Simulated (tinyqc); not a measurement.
Error of each scheme against the width: smearing for a one-band metal on the bcc lattice.

Lattice vectors (units of a): a1 = (-1/2, 1/2, 1/2), a2 = (1/2, -1/2, 1/2), a3 = (1/2, 1/2, -1/2). E(k) = -t A_1(k) - t2 A_2(k), A_m the sum of cos(k . R) over the 8 nearest and 6 second lattice vectors. Mesh k = sum (j_i/N) b_i, j_i = 0 .. N-1.

With x = (E_k - mu)/sigma: Fermi-Dirac f = 1/(1 + exp(x)), s = -f ln f - (1 - f) ln(1 - f); Gaussian f = erfc(x)/2, s = exp(-x^2)/(2 sqrt(pi)); Methfessel-Paxton (first order) f = erfc(x)/2 - x exp(-x^2)/(2 sqrt(pi)), s = (1 - 2 x^2) exp(-x^2)/(4 sqrt(pi)); cold (Marzari-Vanderbilt) with y = x + 1/sqrt(2), f = erfc(y)/2 + exp(-y^2)/sqrt(2 pi), s = y exp(-y^2)/sqrt(2 pi). With weights w = points/N^d (d the dimension), mu solves 2 sum w f = ne; E = 2 sum w f E_k, S = 2 sum w s, F = E - sigma S.

Parameters, chosen for this exercise: t = 1.5 eV (nearest hopping); t2 = -0.42 eV (second hopping); ne = 0.71 (electrons per cell).

All on the dense mesh N = 40. The reference is F of first-order Methfessel-Paxton smearing with sigma = 0.05 t on the mesh N = 40; it moves by 1.58 meV on the mesh N = 50; in three dimensions such meshes can agree by chance and the reference may be off by about 1 meV, so smaller errors are not resolved.

Errors (meV per cell):

| sigma (eV) | FD F | FD (E+F)/2 | Gauss F | Gauss (E+F)/2 | MP F | cold F |
|---|---|---|---|---|---|---|
| 0.150 | -13.60 | -0.88 | -2.36 | -0.13 | -0.11 | 0.00 |
| 0.225 | -29.05 | -1.91 | -5.05 | -0.35 | -0.34 | -0.23 |
| 0.300 | -49.59 | -3.83 | -8.63 | -0.61 | -0.60 | -0.54 |
| 0.600 | -171.99 | -22.78 | -31.61 | -1.87 | -1.86 | -3.56 |
| 0.900 | -342.43 | -57.87 | -67.36 | -5.32 | -5.21 | -11.58 |
| 1.200 | -548.31 | -106.70 | -113.66 | -11.77 | -11.47 | -24.33 |

Give the missing row, sigma (eV) = 0.450.

Computed row:
```
sigma (eV)     FD F  FD (E+F)/2  Gauss F  Gauss (E+F)/2   MP F  cold F
0.450       -103.63      -11.08   -18.39          -1.12  -1.12   -1.53
```

reference = -2.78875 eV

Doubling sigma from 0.300 to 0.600 eV multiplies the error of F by 3.5 (Fermi-Dirac) and 3.7 (Gaussian); a pure sigma^2 term would give 4. At the smallest width Fermi-Dirac errs 5.8 times as much as Gaussian, against 2 pi^2/3 = 6.6 for the ratio of the sigma^2 terms at equal sigma. At the largest width the sizes of the errors rank MP F 11.5, Gauss (E+F)/2 11.8, cold F 24.3, FD (E+F)/2 106.7, Gauss F 113.7, FD F 548.3 meV; below about 1 meV this order, and the ratios at the smallest width, carry the noise of the mesh.

Computed by tinyqc, a small Python program: `OMP_NUM_THREADS=1 python tinyqc.py 1651294 1651295 out.jsonl` (the numbers bound the seed that draws the inputs); one thread of a shared host (Intel(R) Xeon(R) Processor @ 2.30GHz), about 0.2 s for the whole set of steps.
